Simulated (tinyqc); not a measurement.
Inside a calculation. Method: plane-wave Kohn-Sham cycle with exchange-only LDA in a layered model solid. One step of it, computed by the program tinyqc.

Task: Iteration 1: Hamiltonian at one k. H(m,m') = (k + G_m)^2/2 delta + V(G_m - G_m'), with V(-G) = V(G).

A solid whose potential varies along x alone (atomic units):
```
parameter,value
period a,13.300000
cross-section of the cell,12.000000
electrons per cell,4
grid points,16
"plane waves -n..n, n",3
k points,4
V1 in V1 cos(2 pi x/a),-0.310000
V2 in V2 cos(4 pi x/a),0.110000
```

V(G_m), m = 0, 1, 2, ... (hartree): -0.288182  -0.155000  0.055000  0.000000  0.000000  0.000000  0.000000

k = 0.125000 2 pi / a

Give: H.

Result:

H (hartree), lower triangle:
```
,-3,-2,-1,+0,+1,+2,+3
-3,0.634
-2,-0.155,0.104
-1,0.055,-0.155,-0.203
+0,0.000,0.055,-0.155,-0.286
+1,0.000,0.000,0.055,-0.155,-0.147
+2,0.000,0.000,0.000,0.055,-0.155,0.216
+3,0.000,0.000,0.000,0.000,0.055,-0.155,0.802
```
